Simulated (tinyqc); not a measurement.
Leakage currents through a thin dielectric: one step, computed by the program tinyqc.

Electrons leave an electrode with Fermi energy E_F above its band bottom; barriers are counted from the Fermi level, and both electrodes are alike.

Question. Transmission at the Fermi level. Field F = V/t; equivalent oxide thickness 3.9 t/k. WKB: a layer of mass m, field F and barrier b(x) = b_0 - e F x gives the exponent (4 sqrt(2 m)/(3 hbar e F)) [b_0^(3/2) - max(b_0 - e F t, 0)^(3/2)] for b_0 > 0; b_0 = barrier - (E - E_F); the transmission is D(E) = exp(-sum of exponents), without image force.

Inputs (values chosen for the exercise, modelled on Si3N4):
```
quantity              value  unit
barrier height phi_B   2.22    eV
tunnelling mass m      0.41   m_0
thickness t             8.5    nm
voltage V               1.5     V
```

Stack: single layer.

Constants: m_0 = 9.1093837015e-31 kg; e = 1.602176634e-19 C; hbar = 1.054571817e-34 J s.

Give: exponent of the dielectric; transmission D(E_F).

Answer.

exponent of the dielectric = 66.841

transmission D(E_F) = 9.3606e-30
